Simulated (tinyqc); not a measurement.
Inside a calculation. Model: conduction-band offset of an n-N heterojunction from carrier-profile moments.

Program tinyqc, `OMP_NUM_THREADS=1 python tinyqc.py 2410043 2410044 out.jsonl`; Intel Xeon 2.30GHz, shared host, one thread, about 0.07 s. Printed values are rounded.

Layer 1 (x < 0) accumulates electrons and layer 2 (x > 0) is depleted. Boltzmann statistics. The bands bend down by V1 in layer 1 and up by V2 in layer 2, with V1 + V2 = VD = dE + Vt ln[(N2/Nc2)/(N1/Nc1)].

Parameters, values chosen for the exercise; values of the order of III-V alloys:

| symbol | value | unit | meaning |
|---|---|---|---|
| T | 300 | K | temperature |
| eps_r | 12.2 |  | relative permittivity of both layers |
| Nc1 | 5.2e17 | cm^-3 | density of states of the narrow-gap layer 1 |
| Nc2 | 7.1e17 | cm^-3 | density of states of the wide-gap layer 2 |
| dE | 0.15 | eV | conduction-band offset |
| N1 | 1.3e16 | cm^-3 | donor density in layer 1 |
| N2 | 5.5e16 | cm^-3 | donor density in layer 2 |
| si | 0 | cm^-2 | fixed charge at the interface |

Constants: q = 1.602176634e-19 C, kB = 1.380649e-23 J/K, Vt = kB T/q, eps0 = 8.8541878128e-14 F/cm where lengths are in cm. Results are converted to the units shown.

## Division of the diffusion potential

Sheet densities from the first integral: Q1 = sqrt((2 eps0 eps_r Vt N1/q)(exp(u1) - u1 - 1)) extra electrons, Q2 = sqrt((2 eps0 eps_r Vt N2/q)(exp(-u2) + u2 - 1)) missing ones, u = V/Vt; neutrality Q1 = Q2 + si. Q1 - Q2 rises steadily with V1, so V1 follows by bisection.

VD = 0.179237 V
V1 = 0.0732682 V
V2 = 0.105969 V
Q1 = 2.44409e11 cm^-2
n at x = 0- = 2.21205e17 cm^-3
n at x = 0+ = 9.12348e14 cm^-3

n drops across the interface by 242 = (Nc1/Nc2) exp(dE/Vt).

## Electron profile

```
left point,-x (nm)
0,0
1,0.847
2,5.13
3,14.7
4,31.1
5,55.6
6,89.3
7,133
8,189
9,256
```

```
right point,x (nm)
0,0
1,9.72
2,23.9
3,40.5
4,58.9
5,78.7
6,99.8
7,122
8,145
9,169
```

Integrate the field q Q(V)/(eps0 eps_r) away from the interface on each side; n = N exp(+/- V/Vt).

```
left point,n in layer 1 (cm^-3)
0,2.21205e17
1,1.97242e17
2,1.22209e17
3,6.05810e16
4,3.14149e16
5,1.97530e16
6,1.52501e16
7,1.36324e16
8,1.31336e16
9,1.30213e16
```

```
right point,n in layer 2 (cm^-3)
0,9.12348e14
1,3.08380e15
2,1.10994e16
3,2.65644e16
4,4.16114e16
5,5.00361e16
6,5.34157e16
7,5.45384e16
8,5.48727e16
9,5.49669e16
```

## Offset from the moments

A C-V profile smears n(x) but keeps its zeroth and first moments: si = -int (N - n) dx, VD = (q/(eps0 eps_r)) int (N - n) x dx, dE = VD - Vt ln[(N2/Nc2)/(N1/Nc1)]. Use the trapezoidal rule on each side.

si = 1.73790e10 cm^-2
VD = 0.178409 V
dE = 0.149171 eV

On these few points dE comes out -0.83 meV from the true 0.15 eV, and si misses by 1.7e10 cm^-2, 7.1 % of Q1.
